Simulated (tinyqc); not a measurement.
Site energy and hopping from one surface Green function.

Inverse problem. A semi-infinite chain with site energy e0 and hopping -t has g_s = 1/(E - e0 - t^2 g_s). Inside the band |g_s| = 1/t and Re g_s = (E - e0)/(2 t^2). Find t and e0.

g_s at E = 0.91 eV = 0.28638941-0.32713456i 1/eV

Answer. t = 1/|g_s|, and e0 = E - 2 t^2 Re g_s.

t = 2.300 eV
e0 = -2.120 eV

Computed by the program tinyqc: `OMP_NUM_THREADS=1 python tinyqc.py 2680033 2680034 out.jsonl`, one thread of a shared Intel Xeon 2.30GHz, about 0.05 s for the whole run.
